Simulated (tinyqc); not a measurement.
Inside a calculation. Method: Hueckel theory of the pi electrons with the omega technique, for the molecule ClC=Cc1cc[nH]c1 (SMILES; centres numbered as the heavy atoms are written). One step of it, computed by the program tinyqc.

Task: Orbitals, round 2. Diagonalise; E = alpha + x beta with beta < 0, so the largest x are filled first; degenerate levels share their electrons. P = sum n_i c_ri c_si; each orbital has its largest coefficient positive (the first on a tie).

matrix after round 1:
```
          1Cl         2C         3C         4C         5C         6C        7N         8C
1Cl  2.007481   0.400000   0.000000   0.000000   0.000000   0.000000  0.000000   0.000000
2C   0.400000  -0.015356   1.000000   0.000000   0.000000   0.000000  0.000000   0.000000
3C   0.000000   1.000000  -0.008195   1.000000   0.000000   0.000000  0.000000   0.000000
4C   0.000000   0.000000   1.000000  -0.036601   1.000000   0.000000  0.000000   1.000000
5C   0.000000   0.000000   0.000000   1.000000  -0.045824   1.000000  0.000000   0.000000
6C   0.000000   0.000000   0.000000   0.000000   1.000000  -0.011476  0.800000   0.000000
7N   0.000000   0.000000   0.000000   0.000000   0.000000   0.800000  1.619180   0.800000
8C   0.000000   0.000000   0.000000   1.000000   0.000000   0.000000  0.800000  -0.009210
```

pi electrons, sum of z_r less the charge = 10

Give: x values; occupations; coefficients; charge and bond-order matrix P.

Result:

x values: 2.4242  2.1099  1.5846  0.8254  0.4623  -0.8012  -1.1417  -1.9635

occupations: 2.0000  2.0000  2.0000  2.0000  2.0000  0.0000  0.0000  0.0000

coefficients:
```
        MO1      MO2      MO3      MO4      MO5      MO6      MO7      MO8
1Cl  0.0798   0.9465  -0.2373   0.1272   0.1282  -0.0816   0.0408  -0.0233
2C   0.0831   0.2424   0.2509  -0.3759  -0.4952   0.5728  -0.3215   0.2311
3C   0.1709   0.1366   0.4963  -0.3670  -0.2878  -0.4175   0.3458  -0.4410
4C   0.3325   0.0469   0.5396   0.0700   0.3598  -0.2417  -0.0705   0.6311
5C   0.2755  -0.0041   0.2894   0.6124  -0.1076   0.0372  -0.5074  -0.4414
6C   0.3481  -0.0558  -0.0677   0.4635  -0.4145   0.2136   0.6266   0.2153
7N   0.7153  -0.1428  -0.4969  -0.2806  -0.1109  -0.2574  -0.2510   0.0265
8C   0.3718  -0.0318   0.0892  -0.1851   0.5749   0.5651   0.2395  -0.3338
```

charge and bond-order matrix P:
```
         1Cl       2C       3C       4C       5C       6C       7N       8C
1Cl   1.9823   0.1305  -0.1169  -0.0043   0.0270  -0.0063  -0.0203   0.0571
2C    0.1305   1.0302   0.9045  -0.0602  -0.1649   0.0588   0.1212  -0.3390
3C   -0.1169   0.9045   1.0233   0.4036  -0.0072  -0.0652  -0.0180   0.0118
4C   -0.0043  -0.0602   0.4036   1.0766   0.5036  -0.0802  -0.1932   0.7282
5C    0.0270  -0.1649  -0.0072   0.5036   1.0927   0.8100  -0.2122  -0.0936
6C   -0.0063   0.0588  -0.0652  -0.0802   0.8100   1.0309   0.4130  -0.3978
7N   -0.0203   0.1212  -0.0180  -0.1932  -0.2122   0.4130   1.7402   0.4287
8C    0.0571  -0.3390   0.0118   0.7282  -0.0936  -0.3978   0.4287   1.0238
```
